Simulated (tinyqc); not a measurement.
# From Seebeck coefficient |S| back to carrier density n

Model: mobility of a non-polar semiconductor in the relaxation-time approximation. Computed by tinyqc, a small Python program. Command: `OMP_NUM_THREADS=1 python tinyqc.py 3029947 3029948 out.jsonl rta inv`. One thread of a shared host (Intel(R) Xeon(R) Processor @ 2.30GHz), about 0.03 s of CPU time with the checks.

Each valley is treated as a sphere of mass m_d for states and rates, with one isotropic relaxation time; the conductivity mass m_c sets the current.

Inputs (values chosen for the exercise, for a model non-polar semiconductor):
```
quantity                                            value       unit
longitudinal mass m_l                                 1.3        m_0
transverse mass m_t                                  0.35        m_0
equivalent valleys Z                                    3          -
non-parabolicity alpha                               0.31       1/eV
static permittivity eps_s                            9.21          -
density rho                                          6250     kg/m^3
sound velocity v_l                                   7450        m/s
acoustic deformation potential D_A                    7.8         eV
phonon energy hbar w                                 27.5        meV
optical or intervalley deformation potential D_o      8.3  1e8 eV/cm
final valleys Z_f                                       2          -
compensation ratio C                                    0          -
temperature T                                         100          K
neutral impurity density N_n                      1.4e+15     1/cm^3
```

Band: Kane. Impurity formula: Brooks-Herring. Further scattering: neutral impurities.

Constants: k_B = 8.617333262e-05 eV/K; m_0 = 9.1093837015e-31 kg; e = 1.602176634e-19 C; hbar = 1.054571817e-34 J s; eps_0 = 8.8541878128e-12 F/m; k_B = 1.380649e-23 J/K; hbar = 6.582119569e-16 eV s.

Method:
- m_d = (m_l m_t^2)^(1/3); 1/m_c = (1/m_l + 2/m_t)/3; Hall mass factor A = 3 K_m (K_m + 2)/(2 K_m + 1)^2, K_m = m_l/m_t; N_I = n (1 + C)/(1 - C).
- Kane band: hbar^2 k^2/(2 m) = E (1 + alpha E), speed v = hbar k/(m (1 + 2 alpha E)), states per spin, volume and energy g(E) = m k (1 + 2 alpha E)/(2 pi^2 hbar^2); overlap factors are set to 1. Here m = m_d. Masses are multiplied by m_0 and all formulas are in SI units.
- The reduced Fermi level eta = E_F/(k_B T) solves n = 2 Z int g f dE with f = 1/(1 + exp(x - eta)) (Z = 1 unless valleys are given); screening length L_s = sqrt(eps_s eps_0 k_B T/(e^2 dn/deta)), dn/deta = 2 Z int g f (1 - f) dE.
- Integrals over x = E/(k_B T) use 160 Gauss-Legendre points in u = sqrt(x) from 0 to sqrt(max(eta, 0) + 32).
- Phonon occupation N_q = 1/(exp(hbar w/(k_B T)) - 1).
- Acoustic deformation potential (elastic, equipartition, absorption and emission together): 1/tau = 2 pi k_B T D_A^2 g(E)/(hbar rho v_l^2).
- Optical or intervalley deformation potential: 1/tau = (pi Z_f D_o^2/(rho w)) [N_q g(E + hbar w) + (N_q + 1) g(E - hbar w)], with g = 0 below the band edge.
- Each optical term is multiplied by (1 - f(E'))/(1 - f(E)), E' the final energy, for Pauli blocking.
- Singly charged impurities, momentum relaxation: 1/tau = N_I e^4 m (1 + 2 alpha E) Phi/(8 pi (eps_s eps_0)^2 hbar^3 k^3), with alpha = 0 for a parabolic band.
- Brooks-Herring: Phi = ln(1 + b) - b/(1 + b), b = 4 k^2 L_s^2.
- Neutral impurities (Erginsoy): 1/tau = 20 N_n a_B hbar/m, a_B = 4 pi eps_s eps_0 hbar^2/(m e^2).
- mu = (m_d/m_c) (2 Z e/(3 n k_B T)) int g v^2 tau f (1 - f) dE.
- Averages over x are split at the emission threshold x_0 = hbar w/(k_B T): 64 Gauss-Legendre points in sqrt(x) below it and 128 in sqrt(x - x_0) above it, up to x = max(eta, 0) + 32.
- Rates are added at each energy before the average. With <y> = int g v^2 y f (1 - f) dE: Hall factor r_H = A (3 n k_B T/(2 Z m_d)) <tau^2/(1 + 2 alpha E)>/<tau>^2 (alpha = 0 for a parabolic band); Hall mobility r_H mu; |S| = (k_B/e) (<x tau>/<tau> - eta); resistivity 1/(n e mu).

Problem. A run gave the result below. Find the carrier density n, known to lie between 8.2e+18 and 1.7e+19 1/cm^3.

Seebeck coefficient |S| = 158.7407 microvolt/K

Solution.

Each step takes the trial c = (a f_b - b f_a)/(f_b - f_a), f being the result less the target and a, b, c the logarithms of the listed values; c replaces end b, the old b replaces a if the sign of f changed, and otherwise f_a is halved.

Scan of the range:
```
carrier density n (1/cm^3)  Seebeck coefficient |S| (microvolt/K)
8.20e+18                                                  192.616
9.26e+18                                                  182.351
1.05e+19                                                  172.064
1.18e+19                                                  162.821
1.33e+19                                                  153.671
1.51e+19                                                  144.340
1.70e+19                                                  135.985
```

False position (Illinois rule, in the logarithm of the input) inside the bracket:
```
step        end a        end b        trial  Seebeck coefficient |S| (microvolt/K)
1     1.18000e+19  1.33000e+19  1.24467e+19                                158.699
2     1.18000e+19  1.24467e+19  1.24335e+19                                158.781
3     1.24467e+19  1.24335e+19  1.24400e+19                                158.741
4     1.24335e+19  1.24400e+19  1.24400e+19                                158.741
```

Seebeck coefficient |S| falls at every point of a 13-point scan of the range (every second point is shown), so one value fits; it is bracketed by 1.18e19 and 1.33e19. Answer: carrier density n = 1.244e19 1/cm^3.

Caution: Erginsoy's formula holds for k a_B below about 0.5 and for dopants that stay neutral, which means low temperature; elsewhere it is only a rough constant rate. Caution: above a few 1e18 per cm^3 the Born approximation, static screening and an unperturbed band are rough; measured mobilities are usually lower. Caution: n is taken as given; at low temperature (in diamond even at 300 K) real dopants can freeze out, which changes n and N_I.
